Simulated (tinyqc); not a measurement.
Compensation sets the slope of the freeze-out: donors with valley-orbit split 1s states.

Each donor binds at most one electron, in any of its states. For a site s, W_s = sum over its states of g exp(E/kT), and the ionised share is 1/(1 + W_s exp(eta)), eta = (EF - Ec)/kT; n = Nc F_1/2(eta); neutrality n + NA = ND x (mean ionised share); holes are neglected. Nc from N = 2 (m kB T/(4 pi c))^(3/2) with c = hbar^2/2m0, in 1/angstrom^3; times 1e24 for 1/cm^3, m = md. F_j(eta) = (1/Gamma(j + 1)) integral_0^infinity x^j dx/(1 + exp(x - eta)), which tends to exp(eta) for eta << 0.

Constants: hbar^2/2m0 = 3.80998211 eV angstrom^2; kB = 8.617333262e-05 eV/K.

Parameters, chosen for this exercise (near those of P in Si; shifted at random, so the results belong to these values and not to a real crystal): md = 1.085 m0 (density-of-states mass of the conduction band); E = (44.8, 33.3, 31.5) meV (binding energies of 1s(A1), 1s(T2), 1s(E)); g = (2, 6, 4) (their degeneracies with spin); ND = 3.1e+16 1/cm^3 (donors).

NA = K ND. The slope energy is -d ln(n T^(-p))/d(1/kT) between 30 and 36 K, with p = 3/4 for K = 0 and p = 3/2 otherwise.

Results:

| K | n(30 K) (1/cm^3) | n(36 K) (1/cm^3) | slope energy (meV) |
|---|---|---|---|
| 0 | 1.99e+13 | 9.41e+13 | 21.99 |
| 0.0010 | 9.70e+12 | 7.98e+13 | 28.44 |
| 0.010 | 1.26e+12 | 2.61e+13 | 42.81 |
| 0.050 | 2.42e+11 | 5.42e+12 | 43.96 |
| 0.20 | 5.10e+10 | 1.15e+12 | 44.01 |
| 0.50 | 1.28e+10 | 2.86e+11 | 44.01 |

How do the results move, and what explains it?

Without acceptors the slope is 21.99 meV, against half the ground-state energy, 22.40; with K = 0.05 it is 43.96 meV, against the full 44.8. The full energy (less a few meV where excited levels lie within a few kT) shows where n is far below NA, since the acceptors then hold EF near the donor level: n(36 K)/NA is 2.6 for K = 0.001 and 0.0035 for K = 0.05; for K = 0.001 the sample is still in or near the uncompensated regime, where p = 3/2 is the wrong power, so that slope means little.

Computed by tinyqc, a small Python program: `OMP_NUM_THREADS=1 python tinyqc.py 1651620 1651621 out.jsonl` (the numbers bound the seed that draws the inputs); one thread of a shared host (Intel(R) Xeon(R) Processor @ 2.30GHz), about 0.01 s for the whole set of steps.
